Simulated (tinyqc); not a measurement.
From image to dissolution rate: chemically amplified photoresist: aerial image, acid generation, bake, development and line width. Computed by tinyqc, a small Python program. Command: `OMP_NUM_THREADS=1 python tinyqc.py 3005315 3005316 out.jsonl resist walk`. One thread of a shared host (Intel(R) Xeon(R) Processor @ 2.30GHz), about 0.02 s of CPU time with the checks.

Lines and spaces of pitch p with a two-beam-like image; x = 0 is the middle of the bright space. The resist is positive and treated as uniform in depth.

Inputs (values chosen for the exercise, for a model resist at 193 nm):
```
quantity                                         value     unit
pitch p                                            210       nm
image contrast c                                  0.85        -
mean dose E                                         14  mJ/cm^2
Dill parameter C                                 0.027  cm^2/mJ
quencher load q, relative to the acid generator   0.19        -
acid diffusivity D                                 4.8   nm^2/s
bake time t                                         45        s
amplification rate k_amp                         0.074      1/s
threshold protection m_th                         0.54        -
development selectivity n                           20        -
largest rate r_max                                 600     nm/s
smallest rate r_min                              0.011     nm/s
```

Method:
- Dose E(x) = E [1 + c cos(2 pi x/p)]; acid h = 1 - exp(-C E(x)).
- Bake: the acid image is blurred by a Gaussian of variance sigma^2 = 2 D t (each Fourier term k of h, taken on 64 points, is multiplied by exp(-4 pi^2 k^2 D t/p^2)).
- The quencher then removes q, h_eff = max(h_blurred - q, 0); protection m = exp(-k_amp t h_eff).
- Mack rate r = r_max (a + 1)(1 - m)^n/(a + (1 - m)^n) + r_min, a = ((n + 1)/(n - 1))(1 - m_th)^n.

Across half a pitch:
```
x/p   x (nm)  dose (mJ/cm^2)  blurred acid  protection m  rate (nm/s)
0.00     0.0          25.900       0.47271        0.3901   5.9767e+02
0.05    10.5          25.318       0.46522        0.3999   5.9677e+02
0.10    21.0          23.627       0.44308        0.4305   5.9088e+02
0.15    31.5          20.995       0.40740        0.4848   5.3823e+02
0.20    42.0          17.677       0.36029        0.5672   1.2667e+02
0.25    52.5          14.000       0.30520        0.6814   3.6121e-01
0.30    63.0          10.323       0.24696        0.8272   1.1002e-02
0.35    73.5           7.005       0.19163        0.9946   1.1000e-02
0.40    84.0           4.373       0.14578        1.0000   1.1000e-02
0.45    94.5           2.682       0.11540        1.0000   1.1000e-02
0.50   105.0           2.100       0.10476        1.0000   1.1000e-02
```

What does the comparison show, and why?

The dose varies by a factor 12.33 across the pattern and the rate by 54300.

Extremes, crossings and ranges named in words are read from the listed rows.
